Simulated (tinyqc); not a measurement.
Drifting, spreading and decaying minority pulse (Haynes-Shockley), explicit time steps: two steps of the calculation.

Low injection in a uniform field: dn/dt = D d2n/dx2 - v dn/dx - n/tau with D = mu Vt and v = mu F towards +x. Exact solution on an infinite bar for a Gaussian start at x0: n = N0 exp(-t/tau) exp(-(x - x0 - v t)^2/(2 s^2))/sqrt(2 pi s^2), s^2 = s0^2 + 2 D t.

Parameters, values chosen for the exercise; mobility close to that of indium phosphide at room temperature: temperature T = 300 K; minority-carrier mobility mu = 5080 cm^2/(V s); sweep field along the drift F = 34 V/cm; mesh step hx = 14 um; lifetime tau = 9.2e-8 s; time step dt = 4.7e-9 s.

Constants: q = 1.602176634e-19 C, kB = 1.380649e-23 J/K, Vt = kB T/q. Results are converted to the units shown.

Task 1. Coefficients of the scheme. Exponentially fitted fluxes: d = F hx/Vt, B(d) = d/(exp(d) - 1), k = D dt/hx^2; (L n)_i = a n_(i-1) + b n_i + c n_(i+1) with a = k B(-d), c = k B(d), b = -a - c - dt/tau. Explicit steps keep n positive for dt up to 1/[(D/hx^2)(B(d) + B(-d)) + 1/tau].

Wanted: D; v; d; a; b; c; positivity limit of dt.

Result 1.

D = 131.3 cm^2/s
v = 1.727e5 cm/s
d = 1.841
a = 0.6892
b = -0.8496
c = 0.1093
positivity limit of dt = 5.532e-9 s

Task 2. Densities after a time step. (L n)_i = a n_(i-1) + b n_i + c n_(i+1), n = 0 beyond the ends. Explicit step: n(new) = n + L n.

a = 0.68915950
b = -0.84956025
c = 0.10931379
n at t = 0, node 1 to 12 (in units of 1e12 cm^-3): 0.0795261  0.5392332  1.7003437  2.4933893  1.7003437  0.5392332  0.0795261  0.0054543  0.0001740  0.0000026  0.0000000  0.0000000

Wanted: n at t = 1 dt.

Result 2.

n at t = 1 dt, node 1 to 12 (in units of 1e12 cm^-3): 0.0709  0.3218  0.9000  1.7328  2.0331  1.2616  0.3842  0.0556  0.0038  0.0001  0.0000  0.0000

Program tinyqc, `OMP_NUM_THREADS=1 python tinyqc.py 2310030 2310031 out.jsonl`; Intel Xeon 2.30GHz, shared host, one thread, about 0.01 s.
